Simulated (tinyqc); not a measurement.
Inside a calculation. Model: grain growth, pinning, strength and diffusional creep of a polycrystal or thin film. Computed by tinyqc, a small Python program that keeps every step. Command: `OMP_NUM_THREADS=1 python tinyqc.py 3018214 3018215 out.jsonl grain walk`. One thread of a shared host (Intel(R) Xeon(R) Processor @ 2.30GHz), about 0.01 s of CPU time with the checks. Intermediate numbers are printed to about 5 digits and carried at full precision; extremes and crossings named in words are read from the listed rows.

One mean grain size d describes the structure.

Inputs (values chosen for the exercise, modelled on tungsten):

| quantity | value | unit |
|---|---|---|
| shear modulus G | 163 | GPa |
| Burgers vector b | 2.741 | angstrom |
| atomic volume Omega | 15.85 | angstrom^3 |
| boundary energy gamma | 1.2 | J/m^2 |
| mobility prefactor M0 | 5.2e-05 | m^4/(J s) |
| activation energy of boundary motion Q_m | 4.62 | eV |
| anneal temperature T | 2029 | K |
| anneal time t | 11 | s |
| initial grain size d0 | 150 | nm |
| particle volume fraction f | 0.0041 | - |
| particle radius r | 8.6 | nm |
| film thickness h | 910 | nm |
| surface energy gamma_s | 2.8 | J/m^2 |
| friction stress sigma_0 | 660 | MPa |
| Hall-Petch slope k_y | 0.84 | MPa m^0.5 |
| lattice diffusion energy Q_l | 5.52 | eV |
| boundary diffusion energy Q_b | 3.86 | eV |
| lattice prefactor D0 | 0.00016 | m^2/s |
| boundary prefactor delta D0b | 2e-14 | m^3/s |
| applied stress sigma | 250 | MPa |
| service temperature T_c | 1459 | K |

Sample: thin film on a substrate.

Constants: k_B = 8.617333262e-05 eV/K; k_B = 1.380649e-23 J/K.

## Mobility and the sizes at which growth stops

M = M0 exp(-Q_m/(k_B T)). The driving pressure is 2 gamma/d. Zener pinning pressure 3 f gamma/(2 r) stops growth at d_Z = 4 r/(3 f). Grooves where boundaries meet the surface have the angle theta = arcsin(gamma/(2 gamma_s)) and are taken to stop growth at d_h = h/(2 theta), a few film thicknesses; the limit is 1/d_lim = 1/d_Z + 1/d_h.

mobility M = 1.7398e-16 m^4/(J s)

Zener size d_Z = 2796.7 nm

groove angle theta = 0.21596 rad

groove limit d_h = 2106.9 nm

limit d_lim = 1201.6 nm

The grooves set the tighter limit.

## Grain size after the anneal

dd/dt = 2 M gamma (1/d - 1/d_lim) integrates to 2 M gamma t = d_lim (d0 - d) + d_lim^2 ln[(d_lim - d0)/(d_lim - d)]; without pinning d^2 = d0^2 + 4 M gamma t.

size without pinning = 178.01 nm

grain size d = 174.48 nm

Pinning holds d to 98 % of the free value.

## Yield stress

Hall-Petch term k_y/sqrt(d). Orowan term 3.06 x 0.4 G b ln(2 rbar/b)/(pi lambda sqrt(1 - nu)) with nu = 1/3, rbar = sqrt(2/3) r, lambda = rbar (sqrt(pi/f) - 2). Film term (threading dislocation, matched substrate, the geometry of an fcc (111) film taken for all cases): 3.464 G b ln(2 h/b)/(4 pi (1 - nu) h). The terms are added to sigma_0.

Hall-Petch term = 2011.0 MPa

Orowan term = 465.38 MPa

film term = 178.66 MPa

yield stress = 3315.0 MPa

The largest term is the Hall-Petch one. The anneal changed the Hall-Petch term from 2169 to 2011 MPa. Caution: the grains are smaller than the film is thick, so they are not columnar, and the groove drag and film term are overstated.

## Diffusional creep at T_c

Nabarro-Herring rate = 14 sigma Omega D_l/(k_B T d^2), D_l = D0 exp(-Q_l/(k_B T)); Coble rate = 14 pi sigma Omega delta D_b/(k_B T d^3), delta D_b = delta D0b exp(-Q_b/(k_B T)); they are equal at d_x = pi delta D_b/D_l.

Nabarro-Herring rate = 1.2389e-09 1/s

Coble rate = 1.5115e-06 1/s

crossover size d_x = 212.89 micrometre

time to 1 % strain = 6610.3 s

Boundary diffusion carries the creep, by a factor 1200. Caution: sigma Omega is not small against k_B T, as the linear creep laws assume.

## Strength against creep resistance

Hall-Petch term k_y/sqrt(d).

At T_c and sigma:

| d (nm) | Hall-Petch term (MPa) | Nabarro-Herring (1/s) | Coble (1/s) | time to 1 % (s) |
|---|---|---|---|---|
| 30 | 4849.7 | 4.1906e-08 | 2.9737e-04 | 3.3623e+01 |
| 100 | 2656.3 | 3.7715e-09 | 8.0290e-06 | 1.2449e+03 |
| 300 | 1533.6 | 4.1906e-10 | 2.9737e-07 | 3.3581e+04 |
| 1000 | 840.0 | 3.7715e-11 | 8.0290e-09 | 1.2397e+06 |
| 3000 | 485.0 | 4.1906e-12 | 2.9737e-10 | 3.3161e+07 |
| 10000 | 265.6 | 3.7715e-13 | 8.0290e-12 | 1.1896e+09 |
| 100000 | 84.0 | 3.7715e-15 | 8.0290e-15 | 8.4742e+11 |

From 100 micrometre to 30 nm grains the Hall-Petch term grows 58 times, while the time to 1 % strain shrinks by 10.4 decades. Coble creep rules in 7 of the seven rows (d_x = 210 micrometre). Fine grains resist slip but creep fast. The Hall-Petch value at 30 nm is at the edge of that law, and in a film grains much larger than h lose atoms to the surfaces instead.

## Growth with time

The formulas are those given above.

At T:

| t (s) | free growth (nm) | pinned growth (nm) | d/d_lim |
|---|---|---|---|
| 5.2 | 163.8 | 162.1 | 0.13490 |
| 17 | 191.6 | 186.3 | 0.15502 |
| 52 | 256.8 | 242.2 | 0.20160 |
| 170 | 405.6 | 363.3 | 0.30231 |
| 520 | 675.8 | 556.5 | 0.46315 |
| 1700 | 1200.9 | 839.2 | 0.69834 |
| 5200 | 2089.3 | 1095.2 | 0.91140 |
| 17000 | 3770.9 | 1198.4 | 0.99732 |

The apparent exponent d ln d/d ln t of the pinned growth is at most about 0.38, below the ideal 1/2, and falls to 0.076 in the last rows: the initial size hides the law early and pinning hides it late.

Checks made by the program: d against numerical integration (relative difference 9e-10).
